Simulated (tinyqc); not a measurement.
From results back to parameters: buckled dimers of a reconstructed (001) surface, two dangling bonds a dimer. Five cases, with inputs chosen for the exercise.

Problem. With tp the pi coupling of the two dangling bonds, gm their shift per height and kf the force constant (elastic energy kf z^2), an isolated buckled dimer has gap 2 gm^2/kf, buckling z with (gm z)^2 + tp^2 = (gm^2/kf)^2, and charge gm z/(gm^2/kf) moved to the up atom. The values come from hidden parameters.

Case 1.

gap = 1.262286 eV
z = 0.279365 angstrom
charge moved = 0.832151 e

Case 2.

gap = 1.117918 eV
z = 0.260236 angstrom
charge moved = 0.940455 e

Case 3.

gap = 1.328985 eV
z = 0.289817 angstrom
charge moved = 0.920273 e

Case 4.

gap = 0.809174 eV
z = 0.174828 angstrom
charge moved = 0.907440 e

Case 5.

gap = 1.360409 eV
z = 0.329925 angstrom
charge moved = 0.839115 e

Find: tp; gm; kf.

Solution. With x half the gap and c the charge: tp = x sqrt(1 - c^2), gm = x c/z, kf = gm^2/x.

Case 1.

tp = 0.35 eV
gm = 1.88 eV/angstrom
kf = 5.6 eV/angstrom^2

Case 2.

tp = 0.19 eV
gm = 2.02 eV/angstrom
kf = 7.3 eV/angstrom^2

Case 3.

tp = 0.26 eV
gm = 2.11 eV/angstrom
kf = 6.7 eV/angstrom^2

Case 4.

tp = 0.17 eV
gm = 2.10 eV/angstrom
kf = 10.9 eV/angstrom^2

Case 5.

tp = 0.37 eV
gm = 1.73 eV/angstrom
kf = 4.4 eV/angstrom^2

Computed by tinyqc, one run a case: `OMP_NUM_THREADS=1 python tinyqc.py N N+1 out.jsonl` with N = 1480492, 1480519, 1480520, 1480647, 1480674; one thread of a shared Intel(R) Xeon(R) Processor @ 2.30GHz, about 0.04 s a run at most.
